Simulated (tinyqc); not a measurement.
Screening the field: polar nitride quantum well with polarisation fields.

Envelope functions on cells of 0.25 angstrom over barrier, well, barrier (widths Lb, Lw, Lb), psi = 0 beyond, psi'/m continuous (mean mass between points), c = hbar^2/2m0. With u(z) the integral of e F (F_w in the well, F_b = -F_w Lw/Lb in the barriers, 1 MV/cm = 0.01 V/angstrom), zero at the centre of the well, the electron sees u plus Vc in the barriers and the hole -u plus Vv. The transition is Eg + E_e + E_h; excitons are left out.

Constants: hbar^2/2m0 = 3.80998211 eV angstrom^2; hc = 1239.841984 eV nm.

Values chosen for the exercise (near those of an InGaN well in GaN; the results hold for these values, not for the real material):

| symbol | value | unit | meaning |
|---|---|---|---|
| Lw | 40 | angstrom | well width |
| Lb | 65 | angstrom | barrier width |
| Eg | 3.117 | eV | gap of the well |
| Vc | 0.22 | eV | conduction offset |
| Vv | 0.103 | eV | valence offset |
| me | 0.19 | m0 | electron, well |
| meb | 0.2 | m0 | electron, barrier |
| mh | 1.37 | m0 | hole, everywhere |

F_w = -0.7395 MV/cm

Carriers or a semipolar orientation reduce the field; here it is simply scaled in well and barrier.

Results:

| share of the field | F_w (MV/cm) | E (eV) | nm | overlap^2 | separation (angstrom) |
|---|---|---|---|---|---|
| 1.0 | -0.740 | 3.0711 | 403.7 | 0.11 | 25.6 |
| 0.8 | -0.592 | 3.1036 | 399.5 | 0.18 | 23.1 |
| 0.6 | -0.444 | 3.1327 | 395.8 | 0.30 | 19.9 |
| 0.4 | -0.296 | 3.1571 | 392.7 | 0.49 | 15.7 |
| 0.2 | -0.148 | 3.1749 | 390.5 | 0.77 | 9.5 |
| 0.0 | 0.000 | 3.1820 | 389.6 | 0.97 | 0.0 |

What does the comparison show?

Full screening shifts the line by -14.1 nm (+111 meV). The first fifth of the screening gives 32 meV and the last fifth 7 meV; a purely quadratic shift would give a ratio of 9, a linear one 1, and here it is 4.6.

Computed by tinyqc, a small Python program: `OMP_NUM_THREADS=1 python tinyqc.py 1251240 1251241 out.jsonl` (the numbers bound the seed that draws the inputs); one thread of a shared host (Intel(R) Xeon(R) Processor @ 2.30GHz), about 0.03 s for the whole set of steps.
